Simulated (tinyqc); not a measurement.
From results back to parameters: electrons shared among three sets of ellipsoidal valleys. Two cases, with inputs chosen for the exercise.

Problem. With Boltzmann statistics n(Delta4)/n(Delta2) = R exp(-dE/kB T), where R = N_2/N_1 does not depend on T. Two ratios were computed from hidden R and dE.

Constants: kB = 8.617333262e-05 eV/K.

Case 1.

Values chosen (out of a larger set: masses and offsets near those of Si; mobilities are free inputs, held fixed; not measured data): Ta = 300 K; Tb = 450 K.

ratio at Ta = 0.300515
ratio at Tb = 0.565268

Case 2.

Values chosen (out of a larger set: masses and offsets near those of Si; mobilities are free inputs, held fixed; not measured data): Ta = 300 K; Tb = 600 K.

ratio at Ta = 0.00733056
ratio at Tb = 0.121083

Find: dE; R.

Solution. dE = kB ln(ratio_b/ratio_a)/(1/Ta - 1/Tb); then R = ratio_a exp(dE/kB Ta).

Case 1.

dE = 0.049 eV
R = 2.00

Case 2.

dE = 0.145 eV
R = 2.00

Computed by tinyqc, one run a case: `OMP_NUM_THREADS=1 python tinyqc.py N N+1 out.jsonl` with N = 1650720, 1650815; one thread of a shared Intel(R) Xeon(R) Processor @ 2.30GHz, about 0.01 s a run at most.
